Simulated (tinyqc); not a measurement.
Inside a calculation. Model: implant damage, amorphisation by cascade overlap, and solid-phase epitaxial regrowth. Computed by tinyqc, a small Python program that keeps every step. Command: `OMP_NUM_THREADS=1 python tinyqc.py 3114259 3114260 out.jsonl sper walk`. One thread of a shared host (Intel(R) Xeon(R) Processor @ 2.30GHz), about 0.01 s of CPU time with the checks. Intermediate numbers are printed to about 5 digits and carried at full precision; extremes and crossings named in words are read from the listed rows.

Range and width of the damage are inputs. Dynamic annealing enters only through the surviving share f.

Inputs (values chosen for the exercise, modelled on germanium ions in silicon):

| quantity | value | unit |
|---|---|---|
| atomic density N | 49.9 | 1/nm^3 |
| ion Z1 | 32 | - |
| ion mass M1 | 72.6 | u |
| target Z2 | 14 | - |
| target mass M2 | 28.09 | u |
| ion energy E | 14 | keV |
| displacement energy E_d | 15 | eV |
| depth of the damage peak R_d | 8.3 | nm |
| width of the damage profile s_d | 5.4 | nm |
| share of defects that survive f | 0.38 | - |
| critical displaced share x_c | 0.11 | - |
| dose Q | 1e+15 | 1/cm^2 |
| overlaps needed n | 3 | - |
| area amorphised by one track A_i | 3 | nm^2 |
| regrowth prefactor v0 | 6e+15 | nm/s |
| regrowth energy E_a | 2.68 | eV |
| anneal temperature | 677 | C |
| rate relative to (100) | 0.33 | - |
| peak enhancement by the dopant | 12 | - |
| ramp rate | 8 | K/s |

Constants: a_0 = 0.529177210903 angstrom; e^2/(4 pi eps_0) = 14.39964548 eV angstrom; k_B = 8.617333262e-05 eV/K.

## Damage energy and displacements per ion

Robinson partition: eps = E a M2/(Z1 Z2 (e^2/(4 pi eps_0)) (M1 + M2)), a = 0.8853 a_0/sqrt(Z1^(2/3) + Z2^(2/3)); k = 0.0793 Z1^(2/3) Z2^(1/2) (M1 + M2)^(3/2)/((Z1^(2/3) + Z2^(2/3))^(3/4) M1^(3/2) M2^(1/2)); damage energy T_d = E/(1 + k (eps + 0.40244 eps^(3/4) + 3.4008 eps^(1/6))); displacements nu = 0.8 T_d/(2 E_d).

reduced energy eps = 0.071157

k = 0.11581

damage energy T_d = 11.039 keV

T_d/E = 0.78852

displacements per ion nu = 294.38

21 % of the energy goes to electrons.

## The amorphous layer

Displaced share x(z) = f nu Q exp(-(z - R_d)^2/(2 s_d^2))/(sqrt(2 pi) s_d N); the layer is amorphous where x > x_c, between R_d -/+ s_d sqrt(2 ln(x_max/x_c)), the upper edge being cut at the surface. Threshold dose Q_c = Q x_c/x_max.

peak displaced share x_max = 1.6562

threshold dose Q_c = 6.6418e+13 1/cm^2

upper edge = 0 nm

lower edge = 20.876 nm

The layer reaches the surface. Caution: x above 1 counts atoms displaced more than once.

## Damage left below the interface

Displaced atoms per area beyond the lower edge z2: f nu Q (1/2) erfc((z2 - R_d)/(sqrt2 s_d)); they are not removed by regrowth.

share of the damage beyond z2 = 0.0099333

displaced atoms beyond z2 = 1.1112e+15 1/cm^2

## Layer against dose

The formulas are those given above.

Dose series; the last column is f nu Q erfc((z2 - R_d)/(sqrt2 s_d))/2:

| Q (1/cm^2) | x_max | upper edge (nm) | lower edge (nm) | displaced atoms beyond z2 (1/cm^2) |
|---|---|---|---|---|
| 7.31e+13 | 0.1211 | 5.9356 | 10.664 | 2.7046e+15 |
| 9.96e+13 | 0.1650 | 3.4388 | 13.161 | 2.0501e+15 |
| 1.66e+14 | 0.2749 | 0.9909 | 15.609 | 1.6331e+15 |
| 2.66e+14 | 0.4405 | 0.0000 | 17.296 | 1.4245e+15 |
| 4.65e+14 | 0.7701 | 0.0000 | 18.953 | 1.2617e+15 |
| 7.97e+14 | 1.3200 | 0.0000 | 20.338 | 1.1498e+15 |
| 1.66e+15 | 2.7493 | 0.0000 | 22.001 | 1.0376e+15 |
| 3.32e+15 | 5.4985 | 0.0000 | 23.404 | 9.5765e+14 |

A dose 45 times larger moves the lower edge from 10.7 to 23.4 nm, as the root of a logarithm, and the damage beyond it falls by a factor 2.8, since the edge lies on an ever steeper tail. The layer reaches the surface at Q_c exp(R_d^2/(2 s_d^2)) = 2.16e14 per cm^2.

## Overlap model

Gibbons model: a point turns amorphous after n + 1 hits; with y = A_i Q the amorphous share is 1 - exp(-y) sum_(k=0..n) y^k/k!. Doses are set by y.

Amorphous share:

| y | Q (1/cm^2) | direct impact (n = 0) | given n |
|---|---|---|---|
| 0.1 | 3.3333e+12 | 0.09516 | 3.8468e-06 |
| 0.3 | 1.0000e+13 | 0.25918 | 2.6581e-04 |
| 0.6 | 2.0000e+13 | 0.45119 | 3.3581e-03 |
| 1.0 | 3.3333e+13 | 0.63212 | 1.8988e-02 |
| 2.0 | 6.6667e+13 | 0.86466 | 1.4288e-01 |
| 3.0 | 1.0000e+14 | 0.95021 | 3.5277e-01 |
| 5.0 | 1.6667e+14 | 0.99326 | 7.3497e-01 |
| 8.0 | 2.6667e+14 | 0.99966 | 9.5762e-01 |

At small y the share grows as y^4; between the first rows the exponent is 3.86.

## Isothermal regrowth

v = v0 x orientation factor x exp(-E_a/(k_B T)) x [1 + (enhancement - 1) exp(-(z - R_d)^2/(2 s_d^2))], T = anneal temperature + 273.15 K; the dopant is taken to follow the damage profile; the lower front moves from the lower edge z2 to the surface, or to the middle (z1 + z2)/2 of a buried layer with upper edge z1; time = int dz/v; the equivalent undoped distance is that time times the undoped velocity.

undoped velocity = 12.062 nm/s

distance to regrow = 20.876 nm

time without enhancement = 1.7307 s

equivalent undoped distance = 3.6889 nm

time with enhancement = 0.30582 s

The rate doubles for each 20 K or so near this temperature.

## Regrowth during a ramp

On a linear ramp from 200 C regrowth ends at the T_f where int v_undoped dT/(ramp rate) equals the equivalent undoped distance.

temperature at which regrowth ends = 615.01 C

Checks made by the program: tail against quadrature of x(z) N (relative difference below 1e-10).
